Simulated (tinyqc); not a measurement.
From one set of inputs to another, one input at a time: speciation in dilute and buffered hydrofluoric acid, oxide etch rate and bath loading. Computed by tinyqc, a small Python program. Command: `OMP_NUM_THREADS=1 python tinyqc.py 3120251 3120252 out.jsonl hfetch ladder`. One thread of a shared host (Intel(R) Xeon(R) Processor @ 2.30GHz), about 0.01 s of CPU time with the checks.

Concentrations stand for activities, NH4+ and Cl- are spectators, and water ionisation is neglected. H, F and HF2 denote the ions H+, F- and HF2-. The base temperature is 298 K.

The inputs printed are set A. Inputs not listed in the table keep their values of set A, so the rows need not describe a real material.

Inputs (values chosen for the exercise, of the order of those for thermal oxide at room temperature):
```
quantity                            value            unit
HF added                              2.1           mol/L
NH4F added                            2.9           mol/L
HCl added                               0           mol/L
K1 = [H][F]/[HF]                 0.000632           mol/L
K2 = [HF2]/([HF][F])                 3.73           L/mol
K3 = [H2F2]/[HF]^2                   2.84           L/mol
rate constant of neutral HF k_a       9.1  nm L/(min mol)
rate constant of HF2 k_b               46  nm L/(min mol)
activation energy                    0.41              eV
temperature error                     2.6               K
oxide removed per wafer                84              nm
```

Constants: k_B = 8.617333262e-05 eV/K.

Method:
- Fluoride balance: [HF] + [F] + 2 [HF2] + 2 [H2F2] = HF added + NH4F added. Acid balance: [H] + [HF] + [HF2] + 2 [H2F2] = HF added + HCl added. For a trial [H], [HF] = [H][F]/K1, and the fluoride balance is a quadratic in [F].
- The root is refined to 1e-13 in pH = -log10 [H].
- Rate = k_a ([HF] + 2 [H2F2]) + k_b [HF2], an empirical two-term form.
- Time = oxide/rate; a temperature error changes the rate by exp((E_a/k_B)(1/298 - 1/(298 + error))) - 1.

Each row keeps all changes above it:
```
input moved                                           from       to      pH  etch rate (nm/min)  share of HF2 in the rate (%)
set A                                                    -        -  3.9420              72.221                        91.677
K3 = [H2F2]/[HF]^2 (L/mol)                            2.84     2.61  3.9299              72.716                        91.902
NH4F added (mol/L)                                     2.9        0  1.4954              19.606                         5.003
rate constant of HF2 k_b (nm L/(min mol))               46       66  1.4954              20.033                         7.026
rate constant of neutral HF k_a (nm L/(min mol))       9.1       14  1.4954              30.061                         4.682
K1 = [H][F]/[HF] (mol/L)                          0.000632  0.00073  1.4645              30.110                         5.017
K2 = [HF2]/([HF][F]) (L/mol)                          3.73     3.38  1.4783              30.050                         4.709
HF added (mol/L)                                       2.1      1.3  1.5778              18.624                         5.411
```

pH goes from 3.94 to 1.58, a factor 0.400 in all. The largest single move comes from NH4F added (a factor 0.381). Etch rate goes from 72.2 to 18.6, a factor 0.258 in all. The largest single move comes from NH4F added (a factor 0.270), and rate constant of neutral HF k_a works against it (a factor 1.50). Share of HF2 in the rate goes from 91.7 to 5.41, a factor 0.0590 in all. The largest single move comes from NH4F added (a factor 0.0544), and rate constant of HF2 k_b works against it (a factor 1.40). The single moves hold for this order of the switches; the total does not depend on the order.

Caution (rows set A, K3 = [H2F2]/[HF]^2): at ionic strengths above about 0.5 mol/L activities differ much from concentrations, so pH and rates are only indicative.

Extremes, crossings and ranges named in words are read from the listed rows.
